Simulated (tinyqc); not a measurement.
Worked calculation: power iteration on a symmetric matrix. Computed by tinyqc, a small Python program that keeps every step. Settings: method = power, shift = -0.25. Command: `OMP_NUM_THREADS=1 python tinyqc.py 27471 27472 out.jsonl` (the two numbers bound the seeds that draw the settings). One thread of a shared host (Intel(R) Xeon(R) Processor @ 2.60GHz), about 0.01 s of CPU time with the checks.

## Step 1

A:
```
[[1.633000, -0.103000, 1.538000, -0.421000],
 [-0.103000, 2.292000, -0.282000, -1.273000],
 [1.538000, -0.282000, 2.606000, -0.461000],
 [-0.421000, -1.273000, -0.461000, 3.346000]]
```

vector v at the start: [0.500000, 0.500000, 0.500000, 0.500000]

shift = -0.250000

w = (A - shift) v; v' = w/|w| with its largest component positive (the first on a tie); lambda = v'^T A v'.

vector after step 1: [0.584325, 0.178303, 0.736407, 0.290650]

Rayleigh quotient after step 1 = 3.082117

## Step 2

As before.

vector after step 2: [0.594030, -0.052415, 0.800009, 0.066075]

Rayleigh quotient after step 2 = 3.683926

## Step 3

As before.

vector after step 3: [0.583539, -0.126447, 0.798291, -0.078897]

Rayleigh quotient after step 3 = 3.850734

## Course of the iteration

Stop when the residual |A v - lambda v| is below 1e-9.

Steps:
```
step      lambda  residual
1     3.08211681  1.14e+00
2     3.68392567  6.48e-01
3     3.85073446  4.14e-01
4     3.92832600  3.78e-01
5     3.99668332  3.82e-01
6     4.06530430  3.82e-01
7     4.13187972  3.71e-01
8     4.19285240  3.50e-01
9     4.24564914  3.21e-01
10    4.28917420  2.88e-01
11    4.32362353  2.54e-01
12    4.35002073  2.21e-01
13    4.36975028  1.90e-01
14    4.38422351  1.62e-01
15    4.39469598  1.37e-01
16    4.40219852  1.16e-01
17    4.40753514  9.78e-02
18    4.41131186  8.22e-02
19    4.41397503  6.89e-02
20    4.41584821  5.78e-02
21    4.41716338  4.84e-02
22    4.41808561  4.05e-02
23    4.41873174  3.39e-02
24    4.41918414  2.84e-02
25    4.41950077  2.37e-02
26    4.41972230  1.99e-02
27    4.41987726  1.66e-02
28    4.41998564  1.39e-02
29    4.42006144  1.16e-02
30    4.42011444  9.71e-03
```

all eigenvalues, for comparison: [0.502421, 1.299257, 3.655085, 4.420238]

Not converged in 30 steps: the residual falls only by the ratio of the two largest distances of eigenvalues from the shift, 0.84 a step.
